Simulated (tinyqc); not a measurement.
FCI on RHF in the sto-6g basis, for HeH+, spin multiplicity 1, step by step. Computed by tinyqc, a small Python program that keeps every step (integrals from PySCF). Settings: charge = 1, multiplicity = 1, basis = sto-6g, method = RHF, energy threshold = 1e-10, iteration cap = 51, orthogonalisation = canonical, start = Wolfsberg-Helmholz matrix, DIIS depth = 6, ci = FCI. Command: `OMP_NUM_THREADS=1 python tinyqc.py 31812 31813 out.jsonl` (the two numbers bound the seeds that draw the settings). One thread of a shared host (Intel(R) Xeon(R) Processor @ 2.60GHz), about 0.1 s of CPU time with the checks. The early iterations of the SCF are left out here.

## One-electron integrals

Geometry (angstrom):

| atom | x | y | z |
|---|---|---|---|
| He | 0.000000 | 0.000000 | 0.000000 |
| H | 0.000000 | 0.000000 | 1.400000 |

Basis sto-6g: exponents (1/bohr^2) and contraction coefficients of normalised primitives:

| element | l (shell) | exponent | coefficient |
|---|---|---|---|
| He | s (1) | 65.984568 | 0.009164 |
| He | s (1) | 12.098198 | 0.049361 |
| He | s (1) | 3.384640 | 0.168538 |
| He | s (1) | 1.162715 | 0.370563 |
| He | s (1) | 0.451516 | 0.416492 |
| He | s (1) | 0.185959 | 0.130334 |
| H | s (1) | 35.523221 | 0.009164 |
| H | s (1) | 6.513144 | 0.049361 |
| H | s (1) | 1.822143 | 0.168538 |
| H | s (1) | 0.625955 | 0.370563 |
| H | s (1) | 0.243077 | 0.416492 |
| H | s (1) | 0.100112 | 0.130334 |

Overlap, kinetic and nuclear-attraction integrals over the contracted functions; the nuclear repulsion is the sum of Za Zb / Rab.

nuclear repulsion = 0.75596744 hartree

overlap S:
```
          1He 1s     2H 1s
1He 1s  1.000000  0.207190
2H 1s   0.207190  1.000000
```

kinetic energy T (hartree):
```
           1He 1s      2H 1s
1He 1s   1.427534  -0.000396
2H 1s   -0.000396   0.768522
```

nuclear attraction V (hartree):
```
           1He 1s      2H 1s
1He 1s  -3.756518  -0.477826
2H 1s   -0.477826  -1.990949
```

core Hamiltonian H = T + V (hartree):
```
           1He 1s      2H 1s
1He 1s  -2.328984  -0.478223
2H 1s   -0.478223  -1.222427
```

## Two-electron integrals

Functions are numbered as in S; the eight-fold symmetry (ij|kl) = (ji|kl) = (kl|ij) leaves the list below.

Two-electron integrals (ij|kl) in chemists' order, unique and non-zero (hartree):
```
(11|11) 1.056248   (21|11) 0.144354   (21|21) 0.028259   (22|11) 0.372438
(22|21) 0.108804   (22|22) 0.774999
```

## Orthogonalisation

S = U s U^T; canonical form X = U s^(-1/2), so that X^T S X = 1. Each column of U has its largest component positive (the first on a tie).

eigenvalues of S: 0.792810  1.207190

X:
```
                1         2
1He 1s   0.794146  0.643572
2H 1s   -0.794146  0.643572
```

## Iteration 4 (converged): orbitals

converged F (hartree):
```
           1He 1s      2H 1s
1He 1s  -1.296817  -0.377550
2H 1s   -0.377550  -0.514688
```

Diagonalise F' = X^T F X, C = X C', fill 1 alpha and 1 beta electrons from the bottom; D = 2 C_occ C_occ^T. Each column has its largest component positive (the first on a tie).

F' = X^T F X (hartree):
```
           1          2
1  -0.666241  -0.399739
2  -0.399739  -1.063049
```

orbital energies (hartree): MO1 -1.310913, MO2 -0.418377

coefficients C:
```
             MO1        MO2
1He 1s  0.965457  -0.335778
2H 1s   0.128459   1.014077
```

D after iteration 4:
```
          1He 1s     2H 1s
1He 1s  1.864213  0.248042
2H 1s   0.248042  0.033003
```

## Convergence

Stop when the energy changes by less than 1e-10 hartree and every element of the error matrix X^T (F D S - S D F) X is below 3e-06.

Course of the cycle:

| iteration | E (hartree) | change | largest element of the error matrix |
|---|---|---|---|
| 1 | -2.86456066 | - | 6.97e-03 |
| 2 | -2.86459519 | -3.45e-05 | 1.91e-03 |
| 3 | -2.86459800 | -2.81e-06 | 5.36e-06 |
| 4 | -2.86459800 | -1.98e-11 | 1.78e-06 |

PySCF RHF in the same basis = -2.86459800 hartree

Converged in 4 iterations.

## Integrals over molecular orbitals

(pq|rs) = sum C_ip C_jq C_kr C_ls (ij|kl), one index at a time.

one-electron integrals over orbitals h = C^T H C (hartree):
```
           1          2
1  -2.309652   0.148191
2   0.148191  -1.193996
```

Two-electron integrals over orbitals (pq|rs), unique and non-zero (hartree):
```
(11|11) 0.998739    (21|11) -0.148191   (21|21) 0.056387    (22|11) 0.416003
(22|21) 0.070679    (22|22) 0.757900
```

## FCI: determinants and Hamiltonian

Hartree-Fock energy = -2.86459800 hartree

Slater-Condon rules over spin orbitals, with the nuclear repulsion added and E(HF) subtracted on the diagonal.

Occupation strings over the orbitals (2 doubly, a alpha, b beta, 0 empty; spin orbitals ordered 1a 1b 2a 2b ...): 20 ab ba 02

H - E(HF) between determinants (hartree), lower triangle:
```
          20         ab         ba        02
20  0.000000
ab  0.000000   0.532920
ba  0.000000  -0.056387   0.532920
02  0.056387   0.218870  -0.218870  1.990473
```

## FCI: roots

Diagonalise (each vector has its largest component positive (the first on a tie)); all determinants have Ms = 0, so triplets appear too. The lowest singlet root is the correlation energy.

lowest roots of this matrix, relative to E(HF) (hartree): -0.001737  0.476533  0.524233  2.057284

lowest vectors:
```
       root 1    root 2     root 3     root 4
20   0.999396  0.000000  -0.022123   0.026809
ab   0.011402  0.707107   0.691811   0.145836
ba  -0.011402  0.707107  -0.691811  -0.145836
02  -0.030792  0.000000  -0.205687   0.978133
```

<S^2> of these roots: 0.000000  2.000000  0.000000  0.000000

weight of the ground state by excitation level 0, 1, 2, ...: 0.998792  0.000260  0.000948
